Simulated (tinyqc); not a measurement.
# Metal-interlayer-semiconductor contact, depinning against tunnelling resistance: what changes with what

Zero bias, n-type semiconductor. Gap states at the semiconductor surface thin out as exp(-be ti), which unpins the barrier; electrons must then cross the interlayer (a rectangular barrier, no voltage drop across it) and the parabolic depleted layer, both by WKB. Energies E are counted from the Fermi level; no image force, parabolic bands.

Values chosen for this exercise; semiconductor values close to those of gallium arsenide; interlayer mass of the order of that in aluminium oxide, offset chosen freely:
- T = 400 K (temperature)
- Eg = 1.46 eV (band gap)
- eps_r = 12.5 (relative permittivity)
- chi = 4.08 eV (electron affinity)
- Nc = 6.77e17 cm^-3 (conduction-band density of states at T)
- mt = 0.0664 m0 (tunnelling mass in the semiconductor)
- mA = 0.0653 m0 (Richardson mass)
- Nd = 7.9e17 cm^-3 (donor density)
- E0 = 0.48 eV (charge-neutrality level above the valence band)
- S0 = 0.1 (pinning factor without interlayer)
- phiM = 4.5 eV (metal work function)
- ti = 1.3 nm (interlayer thickness)
- dE = 2.42 eV (conduction-band offset of the interlayer above the semiconductor)
- mi = 0.36 m0 (tunnelling mass in the interlayer)
- be = 5.4 1/nm (decay constant of gap states through the interlayer)

Constants: q = 1.602176634e-19 C, kB = 1.380649e-23 J/K, eps0 = 8.8541878128e-12 F/m, hbar = 1.054571817e-34 J s, h = 6.62607015e-34 J s, m0 = 9.1093837015e-31 kg, Vt = kB T/q, hbar^2/(2 m0) = 0.0380998212 eV nm^2. Results are converted to the units shown.

Each table varies one quantity; the others keep the values above.

## Contact resistivity against the interlayer thickness

S = 1/(1 + (1/S0 - 1) exp(-be ti)); phiB = S (phiM - chi) + (1 - S)(Eg - E0); xi = Ec - EF deep inside, from Nd = Nc F(-xi/Vt), F(x) = (2/sqrt(pi)) int_0^infinity sqrt(u) du/(1 + exp(u - x)); band bending U = phiB - xi; E00 = (hbar/2) sqrt(Nd/(eps0 eps_r mt m0)) in volts; A = 4 pi q mA m0 kB^2/h^3. With U = phiB - xi: for xi < E < phiB, y = (E - xi)/U and G1 = (U/E00) [sqrt(1 - y) - y ln((1 + sqrt(1 - y))/sqrt(y))], G1 = 0 above phiB; G2 = 2 ti sqrt(mi max(phiB + dE - E, 0)/C), C = hbar^2/(2 m0); f = 1/(1 + exp(E/Vt)); 1/rho_c = (A T^2/Vt^2) times the integral of exp(-G1 - G2) f over E from xi upwards. Shares under 0.001 % are printed as 0; rows without band bending are left out.

The same in every row: E00/Vt = 0.525.

Contact resistivity against the interlayer thickness:
```
ti (nm)	S	phiB (eV)	rho_c (ohm cm^2)	rho_c with G2 = 0 (ohm cm^2)	peak of the integrand (eV)	share above phiB (%)
0	0.100	0.924	156	156	0.705	1.29
0.4	0.491	0.705	27.7	0.529	0.544	2.95
0.8	0.893	0.480	4.03	0.00160	0.374	6.64
1.2	0.986	0.428	51.6	4.21e-4	0.338	8.70
1.6	0.998	0.421	2.14e3	3.55e-4	0.337	9.84
2	1.00	0.420	1.03e5	3.48e-4	0.340	10.9
2.4	1.00	0.420	5.02e6	3.47e-4	0.345	12.0
2.8	1.00	0.420	2.45e8	3.47e-4	0.349	13.2
3.2	1.00	0.420	1.19e10	3.47e-4	0.353	14.5
```

As ti goes from 0 to 3.2, phiB falls from 0.924 to 0.420 eV and rho_c goes from 156 through a minimum of 4.03 (at ti = 0.8 among the rows listed) to 1.19e10 ohm cm^2. At ti = 0.8 nm rho_c is 38.6 times lower than without interlayer: up to there the falling barrier gains more than tunnelling through the layer costs, beyond it the layer dominates. The ratio of rho_c to its value with G2 = 0 runs from 1.00 to 3.43e13.

## Contact resistivity against the donor density

Same model as above.

The same in every row: S = 0.992; phiB (eV) = 0.424.

Contact resistivity against the donor density:
```
Nd (cm^-3)	E00/Vt	rho_c (ohm cm^2)	rho_c with G2 = 0 (ohm cm^2)	peak of the integrand (eV)	share above phiB (%)
2.3e16	0.0897	854	0.00354	0.422	61.1
5.8e16	0.142	678	0.00273	0.419	48.5
1.5e17	0.229	470	0.00180	0.409	33.6
3.8e17	0.364	262	9.16e-4	0.382	18.8
9.6e17	0.579	97.6	2.88e-4	0.318	6.98
2.4e18	0.916	18.1	4.01e-5	0.187	1.29
6.2e18	1.47	1.50	2.49e-6	0.0498	0.107
1.6e19	2.36	0.138	1.89e-7	-0.00145	0.00984
4.1e19	3.79	0.0239	2.76e-8	-0.0312	0.00171
```

As Nd goes from 2.3e16 to 4.1e19, phiB stays at 0.424 eV and rho_c falls from 854 to 0.0239 ohm cm^2. rho_c goes as Nd^(-0.25) between the first two rows and Nd^(-1.86) between the last two, while E00/Vt goes from 0.0897 to 3.79 and the share above the barrier from 61.1 to 0.00171 %. The ratio of rho_c to its value with G2 = 0 runs from 2.41e5 to 8.67e5. For Nd = 1.6e19, 4.1e19 the Fermi level lies deep in the band, where non-parabolicity matters.

tinyqc, about 0.03 s, one thread, Intel Xeon 2.30GHz (shared host): `OMP_NUM_THREADS=1 python tinyqc.py 2270052 2270053 out.jsonl`
